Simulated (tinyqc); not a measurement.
## Mass and degeneracy from charge and saturation current

Question. At high drain voltage only states moving towards the drain are filled: I = gv (2 q^2/h) Vt ln(1 + exp eta) and n = (N0/2) F_(-1/2)(eta), N0 = gv sqrt(2 m kB T/pi)/hbar, F_(-1/2)(x) = (1/sqrt(pi)) int_0^infinity u^(-1/2)/(1 + exp(u - x)) du. Find eta and m.

Parameters, values chosen for the exercise: temperature T = 250 K; valley degeneracy gv = 2.

Constants: q = 1.602176634e-19 C, kB = 1.380649e-23 J/K, hbar = 1.054571817e-34 J s, h = 6.62607015e-34 J s, m0 = 9.1093837015e-31 kg, Vt = kB T/q. Results are converted to the units shown.

n = 3.8553243e6 cm^-1
I = 6.0389010 uA

Solution. In one dimension the current holds no mass, so it gives eta directly; n then gives m.

eta = 1.630
m = 0.4840 m0

Numbers from tinyqc (`OMP_NUM_THREADS=1 python tinyqc.py 2400035 2400036 out.jsonl`; about 0.03 s on one thread of a shared Intel Xeon 2.30GHz).
